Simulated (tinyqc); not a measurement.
From results back to parameters: band edges of strained Si(1-x)Ge(x) on relaxed Si(1-y)Ge(y). Five cases, with inputs chosen for the exercise.

Problem. A layer on a (001) buffer has its Delta valleys split into the four in the plane and the two along z: E(Delta4) - E(Delta2) = XuD (e_par - e_perp), e_perp = -2 (C12/C11) e_par, e_par = (a(y) - a(x))/a(x). The splitting is given; find the strain and the Ge fraction y of the buffer.

Values are linear in the Ge fraction but for ED(x) = linear - CD x (1 - x) and a(x) = linear - Ca x (1 - x). Energies are on the common scale of Ev.

Find: e_par; a(y); y.

Method. e_par = splitting/(XuD (1 + 2 C12/C11)) with the values at x; a(y) = a(x)(1 + e_par); a(y) rises steadily with y, so one root lies in the range.

Case 1.

Values chosen (end members near Si and Ge, in this order; not measured data): a = (5.435, 5.666) angstrom (lattice constant); Ca = 0.024 angstrom (bowing of the lattice constant); XuD = (8.93, 9.62) eV (uniaxial potential, Delta); C11 = (165.2, 127.3) GPa; C12 = (63.4, 48.9) GPa; x = 0.11 (Ge fraction of the layer).

E(Delta4) - E(Delta2) = 0.292786 eV

Solution.

e_par = 0.01839
a(y) = 5.5584 angstrom
y = 0.560

Case 2.

Values chosen (end members near Si and Ge, in this order; not measured data): a = (5.428, 5.652) angstrom (lattice constant); Ca = 0.024 angstrom (bowing of the lattice constant); XuD = (9.38, 9.11) eV (uniaxial potential, Delta); C11 = (166.5, 127.8) GPa; C12 = (64.8, 48.8) GPa; x = 0.38 (Ge fraction of the layer).

E(Delta4) - E(Delta2) = -0.237426 eV

Solution.

e_par = -0.01443
a(y) = 5.4280 angstrom
y = 0

Case 3.

Values chosen (end members near Si and Ge, in this order; not measured data): a = (5.432, 5.656) angstrom (lattice constant); Ca = 0 angstrom (bowing of the lattice constant); XuD = (9.25, 9.37) eV (uniaxial potential, Delta); C11 = (167, 126.7) GPa; C12 = (64.3, 48.1) GPa; x = 1 (Ge fraction of the layer).

E(Delta4) - E(Delta2) = -0.306838 eV

Solution.

e_par = -0.01861
a(y) = 5.5507 angstrom
y = 0.530

Case 4.

Values chosen (end members near Si and Ge, in this order; not measured data): a = (5.435, 5.666) angstrom (lattice constant); Ca = 0 angstrom (bowing of the lattice constant); XuD = (8.93, 9.4) eV (uniaxial potential, Delta); C11 = (167, 128.6) GPa; C12 = (64.5, 48) GPa; x = 0.18 (Ge fraction of the layer).

E(Delta4) - E(Delta2) = -0.121053 eV

Solution.

e_par = -0.00759
a(y) = 5.4350 angstrom
y = 0

Case 5.

Values chosen (end members near Si and Ge, in this order; not measured data): a = (5.425, 5.659) angstrom (lattice constant); Ca = 0 angstrom (bowing of the lattice constant); XuD = (8.84, 9.75) eV (uniaxial potential, Delta); C11 = (164.6, 126.7) GPa; C12 = (64.3, 48.1) GPa; x = 1 (Ge fraction of the layer).

E(Delta4) - E(Delta2) = -0.170226 eV

Solution.

e_par = -0.00992
a(y) = 5.6028 angstrom
y = 0.760

Computed by tinyqc, one run a case: `OMP_NUM_THREADS=1 python tinyqc.py N N+1 out.jsonl` with N = 1050347, 1050380, 1050401, 1050406, 1050426; one thread of a shared Intel(R) Xeon(R) Processor @ 2.30GHz, about 0.02 s a run at most.
